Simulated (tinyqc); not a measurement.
# Changing the barrier height phi_B

Model: leakage currents through a thin dielectric. Computed by tinyqc, a small Python program. Command: `OMP_NUM_THREADS=1 python tinyqc.py 3031163 3031164 out.jsonl leak sweep`. One thread of a shared host (Intel(R) Xeon(R) Processor @ 2.30GHz), about 0.3 s of CPU time with the checks.

Electrons leave an electrode with Fermi energy E_F above its band bottom; barriers are counted from the Fermi level, and both electrodes are alike. They cross the interlayer first.

Inputs (values chosen for the exercise, modelled on Ta2O5):
```
quantity,value,unit
tunnelling mass m,0.28,m_0
static permittivity k,23.8,-
optical permittivity k_o,4.34,-
trap depth phi_t,0.7,eV
Poole-Frenkel prefactor sigma_0,0.0037,S/cm
thickness t,3,nm
electrode Fermi energy E_F,5.9,eV
electrode mass m_e,0.5,m_0
voltage V,0.86,V
temperature T,473,K
interlayer thickness t_i,0.97,nm
interlayer barrier phi_i,3.15,eV
interlayer mass m_i,0.41,m_0
interlayer permittivity k_i,4.1,-
```

Stack: dielectric on an interlayer.

Constants: m_0 = 9.1093837015e-31 kg; e = 1.602176634e-19 C; hbar = 1.054571817e-34 J s; k_B = 8.617333262e-05 eV/K; k_B = 1.380649e-23 J/K; eps_0 = 8.8541878128e-12 F/m; h = 6.62607015e-34 J s.

Method:
- Fields: F_i = V/(t_i + t k_i/k), F = F_i k_i/k; equivalent oxide thickness 3.9 (t/k + t_i/k_i).
- WKB: a layer of mass m, field F and barrier b(x) = b_0 - e F x gives the exponent (4 sqrt(2 m)/(3 hbar e F)) [b_0^(3/2) - max(b_0 - e F t, 0)^(3/2)] for b_0 > 0; b_0 = barrier - (E - E_F), less e F_i t_i for the second layer; the transmission is D(E) = exp(-sum of exponents), without image force.
- Tsu-Esaki: J = (e m_e k_B T/(2 pi^2 hbar^3)) int D(E) ln[(1 + exp((E_F - E)/k_B T))/(1 + exp((E_F - eV - E)/k_B T))] dE over the normal energy E (its change with the mass at an interface is neglected) from max(0, E_F - 3 eV) to E_F + largest barrier, by 100 Gauss-Legendre points in each part, split at E_F - 0.3 eV (if inside the range) and E_F + 8 k_B T.
- The mean energy weights E - E_F by the integrand.
- Schottky emission J = A T^2 exp(-(phi_B - sqrt(e^3 F/(4 pi k_o eps_0)))/k_B T), A = 4 pi e m k_B^2/h^3 with the tunnelling mass; Poole-Frenkel J = sigma_0 F exp(-(phi_t - sqrt(e^3 F/(pi k_o eps_0)))/k_B T); both use the field F of the dielectric and ignore the interlayer.

One run for each value:
```
barrier height phi_B (eV),tunnel current density (A/cm^2),Schottky current density (A/cm^2),transmission D(E_F),mean energy of the current above E_F (eV)
0.38,4.813e+03,5.823e+04,2.089e-05,-0.1624
0.48,2.435e+03,5.008e+03,2.089e-05,-0.1022
0.58,8.897e+02,4.307e+02,1.901e-05,-0.0427
0.68,2.172e+02,3.704e+01,4.719e-06,0.0148
0.78,3.780e+01,3.186e+00,5.084e-07,0.0718
0.87,6.661e+00,3.501e-01,4.272e-08,0.1172
1.10,1.047e-01,1.241e-03,8.698e-10,0.0837
```

Give the missing row, barrier height phi_B (eV) = 0.97.

Computed row; columns: (1) barrier height phi_B (eV); (2) tunnel current density (A/cm^2); (3) Schottky current density (A/cm^2); (4) transmission D(E_F); (5) mean energy of the current above E_F (eV):
```
(1)         (2)        (3)        (4)     (5)
0.97  9.720e-01  3.011e-02  5.958e-09  0.1383
```

Interpolating between the two neighbouring rows (linearly) misses most in Schottky current density (A/cm^2), by a factor of 6.6. Over the rows, tunnel current density (A/cm^2) falls from 4810 to 0.105 (exponent d ln y / d ln x -2.9 between the first rows and -18 between the last); Schottky current density (A/cm^2) falls from 58200 to 0.00124 (exponent d ln y / d ln x -11 between the first rows and -25 between the last); transmission D(E_F) falls from 2.09e-5 to 8.70e-10, flat over part of the range.

Extremes, crossings and ranges named in words are read from the listed rows.
